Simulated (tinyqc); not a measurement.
Electron mobility in a silicon inversion layer, empirical terms and Matthiessen rule: effect of the charge at the interface.

Inversion layer of sheet density Ns on a uniformly doped body. The mobility terms are empirical power laws with prefactors chosen for the exercise; adding their inverses (Matthiessen) is itself an approximation.

ni = sqrt(Nc Nv) exp(-Eg/(2 Vt)), Eg in volts; Ndep = sqrt(2 eps0 eps_r Nb (2 Vt ln(Nb/ni) + Vsb)/q); E = q (Ndep + eta Ns)/(eps0 eps_r), in MV/cm. With t = T/(300 K): muC = Ac (Ns/1e12 cm^-2) t/(Nb/1e17 cm^-3 + Nit/1e11 cm^-2), muP = Ap E^(-1/3) t^(-1.75), muS = As E^(-gs); 1/mu is the sum of the inverses.

Values chosen for this exercise; material values close to those of silicon: temperature T = 300 K; band gap Eg = 1.12 eV; relative permittivity of the semiconductor eps_r = 11.8; conduction-band density of states at T Nc = 2.84e19 cm^-3; valence-band density of states at T Nv = 2.61e19 cm^-3; body doping Nb = 8.7e17 cm^-3; reverse body bias Vsb = 1 V; weight of the inversion charge in the effective field eta = 0.5; phonon-limited mobility at 1 MV/cm and 300 K Ap = 449 cm^2/(V s); roughness-limited mobility at 1 MV/cm As = 1160 cm^2/(V s); exponent of the roughness term gs = 2; Coulomb prefactor Ac = 2000 cm^2/(V s); inversion density Ns = 1.1e12 cm^-2.

Constants: q = 1.602176634e-19 C, kB = 1.380649e-23 J/K, Vt = kB T/q, eps0 = 8.8541878128e-14 F/cm where lengths are in cm. Results are converted to the units shown.

The same in every row: E (MV/cm) = 0.8042; muP (cm^2/(V s)) = 482.8; muS (cm^2/(V s)) = 1794.

Result of one run:

| muC (cm^2/(V s)) | mu (cm^2/(V s)) |
|---|---|
| 54.05 | 47.33 |

Which charge at the interface Nit gave this result: 1e10, 1e12, 3.2e12 or 1e13 cm^-2?

Nit = 3.2e12 cm^-2.

The whole series:

| Nit (cm^-2) | muC (cm^2/(V s)) | mu (cm^2/(V s)) |
|---|---|---|
| 1e10 | 250.0 | 150.9 |
| 3.2e10 | 243.9 | 148.6 |
| 1e11 | 226.8 | 142.1 |
| 3.2e11 | 184.9 | 124.4 |
| 1e12 | 117.6 | 89.86 |
| 3.2e12 | 54.05 | 47.33 |
| 1e13 | 20.24 | 19.22 |

As Nit goes from 1e10 to 1e13 cm^-2, E stays at 0.804 MV/cm and mu falls from 151 to 19.2 cm^2/(V s). The Coulomb term is the smallest in the first and the last row.

Numbers from tinyqc (`OMP_NUM_THREADS=1 python tinyqc.py 2510152 2510153 out.jsonl`; about 0.01 s on one thread of a shared Intel Xeon 2.30GHz).
